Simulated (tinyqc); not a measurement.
Binding against mu: shallow acceptor in the spherical model (Baldereschi-Lipari), strong spin-orbit limit. Computed by tinyqc, a small Python program. Command: `OMP_NUM_THREADS=1 python tinyqc.py 3024070 3024071 out.jsonl acceptor walk`. One thread of a shared host (Intel(R) Xeon(R) Processor @ 2.30GHz), about 0.01 s of CPU time with the checks.

The 1S(3/2) state has an s envelope f(r) and a d envelope g(r). In effective units they obey -(f'' + 2f'/r + 2f/r) + mu (g'' + 5g'/r + 3g/r^2) = E f and -(g'' + 2g'/r - 6g/r^2 + 2g/r) + mu (f'' - f'/r) = E g. The cubic term, the split-off band and the central cell are left out.

Inputs (values chosen for the exercise, modelled on ZnSe):
```
quantity                 value  unit
Luttinger gamma_1         3.71     -
Luttinger gamma_2         1.23     -
Luttinger gamma_3         1.65     -
dielectric constant eps   8.98     -
```

Constants: Ry = 13.605693123 eV; a_0 = 0.529177210903 angstrom.

Method:
- Ry* = Ry/(gamma_1 eps^2), a* = a_0 eps gamma_1, mu = (6 gamma_3 + 4 gamma_2)/(5 gamma_1), delta = (gamma_3 - gamma_2)/gamma_1; spherical masses 1/(gamma_1 (1 - mu)) (heavy) and 1/(gamma_1 (1 + mu)) (light).
- Basis: f_i = exp(-zeta_i r), g_i = r exp(-zeta_i r), weight r^2 dr, s = zeta_i + zeta_j. S_ff = 2/s^3, H_ff = zeta_i zeta_j S_ff - 2/s^2; S_gg = 24/s^5, H_gg = 8/s^3 + 24 zeta_i zeta_j/s^5 - 12/s^4; H(f_i, g_j) = mu (6 zeta_i^2/s^4 + 2 zeta_i/s^3); S_fg = 0. Each function is normalised by sqrt(S_ii).
- Large basis: zeta_i = 0.08 x 1.55^(i-1), i = 1..20 in each channel; overlap eigenvalues below 1e-11 are dropped.

mu = 0.798922

1S(3/2):
```
mu    binding (Ry*)  d weight  binding x (1 - mu)
0.10         1.0091   0.00424             0.90817
0.24         1.0549   0.02458             0.80171
0.48         1.2682   0.10088             0.65947
0.50         1.2985   0.10979             0.64927
0.80         2.5802   0.29828             0.51604
0.90         4.7683   0.38818             0.47683
0.95         9.1447   0.44002             0.45723
```

What follows from these numbers?

The binding grows from 1.009 to 9.14 Ry*, slowly at first (second order in mu), while the d weight rises to 0.44. The last column, the binding in units of the heavy-hole Rydberg, falls to 0.457, towards about 0.44 as mu tends to 1.
